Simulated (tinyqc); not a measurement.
## MOS inversion layer, Poisson-Schroedinger loop: mixing schemes compared

Electrons confined at an insulator interface at z = 0, treated as a hard wall; parabolic valleys, Hartree approximation, no image or exchange terms. The depletion charge lies far deeper than the electrons and gives a uniform field q Nd/(eps0 eps_r); the gate balances all charge. Energies are counted from the band edge at the interface.

V0 = q Nd z/(eps0 eps_r) in eV.

Tridiagonal Hamiltonian with psi = 0 one step beyond both ends: H_ii = C (1/m_(i-1/2) + 1/m_(i+1/2))/hz^2 + V0_i + U_i, H_(i,i+1) = -C/(m_(i+1/2) hz^2), C = hbar^2/(2 m0). The lowest 2 level(s) are kept, normalised to hz sum |psi|^2 = 1. The mass is the same on all intervals.

Level k holds N_k = D_k Vt ln(1 + exp((EF - E_k)/Vt)) with D = 6 md1 m0 q/(pi hbar^2) per eV (spin included); EF is fixed by sum N_k = Ns.

n_i = sum_k N_k |psi_k|^2 (converted to cm^-3). Hartree part by Gauss: on the interval before node i the electrons still beyond are S_i = Ns - hz sum_(j<i) n_j, and U_i = U_(i-1) + q S_i hz/(eps0 eps_r) in eV, U_0 = 0 at the interface. Mixing: U(new) = U + a (U(out) - U).

Rounds from U = 0 until the largest |U(out) - U| is below 1e-7 eV (the round that meets it is counted). Anderson mixing of depth m keeps the last m inputs V and residuals F = V(out) - V(in), fits c by least squares to F = dF c over their successive differences dF, dV, and sets V(new) = V + a F - (dV + a dF) c.

Parameters, values chosen for the exercise; masses and permittivity close to those of silicon (111): temperature T = 400 K; relative permittivity eps_r = 11.6; mass along z of valley set A (6 valley(s)) mz1 = 0.256 m0; in-plane density-of-states mass of set A md1 = 0.361 m0; sheet density of electrons Ns = 1.3e12 cm^-2; sheet density of depletion charge Nd = 1.6e12 cm^-2; mesh step hz = 0.82 nm.

Constants: q = 1.602176634e-19 C, kB = 1.380649e-23 J/K, hbar = 1.054571817e-34 J s, m0 = 9.1093837015e-31 kg, Vt = kB T/q, eps0 = 8.8541878128e-14 F/cm where lengths are in cm, hbar^2/(2 m0) = 0.0380998212 eV nm^2. Results are converted to the units shown.

| node | z (nm) |
|---|---|
| 1 | 0.82 |
| 2 | 1.64 |
| 3 | 2.46 |
| 4 | 3.28 |
| 5 | 4.1 |
| 6 | 4.92 |
| 7 | 5.74 |
| 8 | 6.56 |
| 9 | 7.38 |
| 10 | 8.2 |
| 11 | 9.02 |
| 12 | 9.84 |
| 13 | 10.66 |
| 14 | 11.48 |
| 15 | 12.3 |

Rounds needed:

| a | depth m | rounds |
|---|---|---|
| 1 | plain | 9 |
| 0.8 | plain | 9 |
| 0.6 | plain | 15 |
| 0.4 | plain | 26 |
| 0.2 | plain | 58 |
| 0.1 | plain | 121 |
| 0.5 | 2 | 11 |
| 0.5 | 4 | 6 |
| 0.5 | 8 | 8 |

What do the numbers show?

Among the plain runs a = 1 is fastest, with 9 rounds: the response of the charge is weak enough that no damping is needed. Anderson mixing needs 6 to 11 rounds.

Numbers from tinyqc (`OMP_NUM_THREADS=1 python tinyqc.py 2160151 2160152 out.jsonl`; about 0.5 s on one thread of a shared Intel Xeon 2.30GHz).
